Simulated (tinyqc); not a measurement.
Inside a calculation. Method: plane-wave Kohn-Sham cycle with exchange-only LDA in a layered model solid. One step of it, computed by the program tinyqc.

Task: Iteration 2: potential. V_H(G) = 4 pi rho(G)/G^2 for G != 0 (uniform background); v_x = -(3 rho/pi)^(1/3); V = V_ext + V_H + v_x; Fourier components f(G_m) = (1/N) sum_j f(x_j) exp(-i G_m x_j).

A solid whose potential varies along x alone (atomic units):
```
parameter                      value
period a                   11.100000
cross-section of the cell  17.000000
electrons per cell                 2
grid points                       16
plane waves -n..n, n               3
k points                           2
V1 in V1 cos(2 pi x/a)     -0.300000
V2 in V2 cos(4 pi x/a)      0.190000
```

density after iteration 1 (e/bohr^3): [0.01374145, 0.01379882, 0.01356475, 0.01237767, 0.01042062, 0.00870097, 0.00780703, 0.00751788, 0.00746441, 0.00751788, 0.00780703, 0.00870097, 0.01042062, 0.01237767, 0.01356475, 0.01379882]

Give: Potentials on the grid; V(G_m), m = 0, 1, 2, ....

Result:

Potentials on the grid (hartree):
```
x          V_ext      V_H      v_x        V
0.0000   -0.1100   0.1400  -0.2359  -0.2059
0.6937   -0.1428   0.1304  -0.2362  -0.2486
1.3875   -0.2121   0.1017  -0.2349  -0.3453
2.0812   -0.2492   0.0555  -0.2278  -0.4215
2.7750   -0.1900  -0.0011  -0.2151  -0.4062
3.4688   -0.0195  -0.0567  -0.2025  -0.2788
4.1625    0.2121  -0.1012  -0.1954  -0.0844
4.8563    0.4115  -0.1292  -0.1929   0.0894
5.5500    0.4900  -0.1387  -0.1925   0.1589
6.2438    0.4115  -0.1292  -0.1929   0.0894
6.9375    0.2121  -0.1012  -0.1954  -0.0844
7.6312   -0.0195  -0.0567  -0.2025  -0.2788
8.3250   -0.1900  -0.0011  -0.2151  -0.4062
9.0188   -0.2492   0.0555  -0.2278  -0.4215
9.7125   -0.2121   0.1017  -0.2349  -0.3453
10.4062  -0.1428   0.1304  -0.2362  -0.2486
```

V(G_m), m = 0, 1, 2, ... (hartree): [-0.2149, -0.0917, 0.0957, 0.0006, 0.0000, -0.0001, 0.0000]
